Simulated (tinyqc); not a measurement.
Worked calculation: Hubbard ring of 4 sites. Computed by tinyqc, a small Python program that keeps every step. Settings: hopping = 1.68, U = 9.8, mixing = 0.5, iteration cap = 88. Command: `OMP_NUM_THREADS=1 python tinyqc.py 23241 23242 out.jsonl` (the two numbers bound the seeds that draw the settings). One thread of a shared host (Intel(R) Xeon(R) Processor @ 2.60GHz), about 0.2 s of CPU time with the checks.

one-body matrix (hopping and site energies) (eV), lower triangle:
```
         1        2        3       4
1   0.0000
2  -1.6800   0.0000
3   0.0000  -1.6800   0.0000
4  -1.6800   0.0000  -1.6800  0.0000
```

U = 9.8000 eV

electrons, up and down: 3  2

n(up) at the start (a guess, not normalised): 1 1.0000, 2 0.3000, 3 1.0000, 4 0.3000

n(down) at the start (a guess): 1 0.0500, 2 0.9500, 3 0.0500, 4 0.9500

Each step fills the lowest levels of T + U n(other spin) and sets n(new) = n + mixing (n(out) - n); stop when output and input agree to 1e-8.

Course of the cycle:
```
iteration    E (eV)  largest |n(out) - n(in)|  mean |n_up - n_down|
1          6.971479                  2.51e-01                0.6274
2          6.871230                  1.27e-01                0.6033
3          6.833904                  6.66e-02                0.5858
4          6.819449                  3.62e-02                0.5740
5          6.813442                  2.06e-02                0.5662
6          6.810836                  1.22e-02                0.5610
7          6.809684                  8.24e-03                0.5575
8          6.809171                  5.54e-03                0.5552
9          6.808941                  3.71e-03                0.5536
10         6.808839                  2.48e-03                0.5526
11         6.808793                  1.66e-03                0.5519
...             ...                       ...                   ...
32         6.808755                  3.70e-07                0.5505
33         6.808755                  2.48e-07                0.5505
34         6.808755                  1.66e-07                0.5505
35         6.808755                  1.11e-07                0.5505
36         6.808755                  7.46e-08                0.5505
37         6.808755                  5.00e-08                0.5505
38         6.808755                  3.35e-08                0.5505
39         6.808755                  2.25e-08                0.5505
40         6.808755                  1.51e-08                0.5505
41         6.808755                  1.01e-08                0.5505
42         6.808755                  6.79e-09                0.5505
```

Can the last value be used, and what does the course show?

No, though the log alone does not show it. Converged in 42 iterations. But random starts reach 6.37338 eV, so this is another stationary point, not the lowest one. Reruns (cap 100 unless said): mixing 0.2: not converged; mixing 0.9: converged in 19 to a higher stationary point (E = 6.80876). Before convergence this energy mixes input and output and is not variational, so it may rise towards its limit.
